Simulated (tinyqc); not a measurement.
Inside a calculation. Method: tight binding, honeycomb lattice. One step of it, computed by the program tinyqc.

Task: Levels at k. Diagonalise the Hermitian matrix.

H(k) at k (eV), order A, B:
```
[[0.443843, 0.122198+3.848289i],
 [0.122198-3.848289i, -0.443691]]
```

Give: eigenvalues; weights |c|^2 of the basis functions.

Result:

eigenvalues (eV): [-3.876, 3.876]

weights |c|^2 of the basis functions, order A, B:
```
[[0.443, 0.557],
 [0.557, 0.443]]
```
